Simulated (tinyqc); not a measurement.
# Ballistic Schottky-barrier transistor with a one-dimensional channel, WKB contacts: what changes with what

Source Fermi level 0, drain Fermi level -Vd. Far from the contacts Ec = pn - psi, and the gate moves psi one to one; the band edges relax as exp(-x/lam) from pn at the source and pn - Vd at the drain; Ev = Ec - Eg. A carrier of energy w inside the channel band meets at a contact a barrier of height D (the contact edge beyond the channel edge): T = 1 for w >= D, else exp(-S), S = 4 lam sqrt(m/C) [sqrt(D - w) - sqrt(w) arctan sqrt((D - w)/w)], C = hbar^2/(2 m0). The two contacts combine as Ts Td/(Ts + Td - Ts Td).

Inputs (values chosen for the exercise); channel values close to those of a carbon nanotube: temperature T = 250 K; band gap Eg = 0.862 eV; barrier for electrons at both contacts pn = 0.32 eV; electron mass mn = 0.059 m0; hole mass mp = 0.061 m0; valleys or subbands g = 2; screening length at the contacts lam = 1.7 nm; drain bias Vd = 0.7 V; band shift psi of the channel by the gate ps = -0.11 V.

Constants: q = 1.602176634e-19 C, kB = 1.380649e-23 J/K, hbar = 1.054571817e-34 J s, h = 6.62607015e-34 J s, m0 = 9.1093837015e-31 kg, Vt = kB T/q, hbar^2/(2 m0) = 0.0380998212 eV nm^2. Results are converted to the units shown.

Each table varies one quantity; the others keep the values above.

## Effect of the drain bias on the off state

I = g (2 q^2/h) int T(w) [f(Es + w) - f(Ed + w)] dw, f(y) = 1/(1 + exp(y/Vt)). Electrons: Ds = psi, Dd = psi - Vd, Es = Ec, Ed = Ec + Vd. Holes: Ds = -psi, Dd = Vd - psi, Es = -Ev, Ed = -Ev - Vd. The size of each current is taken; both flow from drain to source and add. The integrals are converged. For each Vd, psi is set to the minimum of I.

Effect of the drain bias on the off state:

| Vd (V) | psi at the minimum (V) | smallest I (uA) |
|---|---|---|
| 0.05 | -0.110 | 1.51e-8 |
| 0.17 | -0.053 | 2.30e-7 |
| 0.29 | 0.005 | 2.92e-6 |
| 0.41 | 0.070 | 2.72e-5 |
| 0.53 | 0.132 | 2.62e-4 |
| 0.65 | 0.194 | 0.00267 |
| 0.78 | 0.259 | 0.0329 |

What does the comparison show?

The smallest current rises from 1.51e-8 to 0.0329 uA, 8.40 decades a volt between the last two rows, and the minimum moves by 0.51 V a volt over the table: a larger Vd lets holes enter from the drain while electrons still enter from the source.

## Ambipolar transfer curve

Same model as above.

Swing = d(psi)/d(log10 I).

Results:

| ps (V) | electrons (uA) | holes (uA) | I (uA) | swing (mV/decade) |
|---|---|---|---|---|
| -0.43 | 2.536e-15 | 7.272 | 7.272 | -829.2 |
| -0.35 | 1.040e-13 | 5.710 | 5.710 | -698.7 |
| -0.27 | 4.262e-12 | 4.270 | 4.270 | -575.0 |
| -0.19 | 1.747e-10 | 2.984 | 2.984 | -458.6 |
| -0.11 | 7.163e-9 | 1.885 | 1.885 | -350.0 |
| -0.02 | 4.671e-7 | 0.9212 | 0.9212 | -237.8 |
| 0.06 | 1.024e-5 | 0.3469 | 0.3470 | -148.4 |
| 0.14 | 1.812e-4 | 0.06177 | 0.06195 | -78.70 |
| 0.22 | 0.003664 | 0.003404 | 0.007069 | 3819 |
| 0.39 | 0.7766 | 3.893e-6 | 0.7766 | 133.7 |
| 0.47 | 2.165 | 1.746e-7 | 2.165 | 239.5 |

Estimate the missing row, ps = 0.31 V.

Computed row:

| ps (V) | electrons (uA) | holes (uA) | I (uA) | swing (mV/decade) |
|---|---|---|---|---|
| 0.31 | 0.1046 | 9.250e-5 | 0.1046 | 68.65 |

With this row back in the table: I goes from 7.27 through a minimum of 0.00707 (at ps = 0.22 V among the rows listed) to 2.17 uA; the exact minimum lies at psi = 0.220 V. Holes carry the left branch and electrons the right. The ratio of the last row to the smallest is 306 and of the first row 1030, with barriers of 0.32 eV for electrons and 0.542 eV for holes. The steepest swing among the rows is 68.7 mV/decade, against the thermionic limit 49.6.

## Effect of the screening length

Same model as above.

Result of one run:

| lam (nm) | current of the holes (uA) | share over the barriers (%) | \|d psi/d log10\| of this current (mV/decade) |
|---|---|---|---|
| 2.6 | 0.4914 | 8.050e-9 | 277.7 |

What becomes of these results when the screening length at the contacts lam is changed from 2.6 to 3.7 nm, all else the same?

Result of the changed run:

| lam (nm) | current of the holes (uA) | share over the barriers (%) | \|d psi/d log10\| of this current (mV/decade) |
|---|---|---|---|
| 3.7 | 0.1088 | 3.638e-8 | 224.5 |

The whole series:

| lam (nm) | current of the holes (uA) | share over the barriers (%) | \|d psi/d log10\| of this current (mV/decade) |
|---|---|---|---|
| 0.5 | 14.80 | 2.674e-10 | 536.6 |
| 1.6 | 2.208 | 1.792e-9 | 360.6 |
| 2.6 | 0.4914 | 8.050e-9 | 277.7 |
| 3.7 | 0.1088 | 3.638e-8 | 224.5 |
| 4.8 | 0.02669 | 1.482e-7 | 191.3 |
| 5.9 | 0.007108 | 5.566e-7 | 169.2 |
| 6.9 | 0.002271 | 1.742e-6 | 155.2 |
| 8 | 6.902e-4 | 5.733e-6 | 144.4 |

The current falls from 14.8 to 6.90e-4 uA, while the share over the barriers rises from 2.67e-10 to 5.73e-6 %: the thermionic part does not depend on lam, and a thinner barrier adds tunnelling. The swing falls from 537 to 144 mV/decade.

Range of the model: No scattering, image-force lowering, channel charge or band-to-band tunnelling; parabolic kappa overstates S deep in the gap.

Program tinyqc, `OMP_NUM_THREADS=1 python tinyqc.py 2390062 2390063 out.jsonl`; Intel Xeon 2.30GHz, shared host, one thread, about 0.08 s.
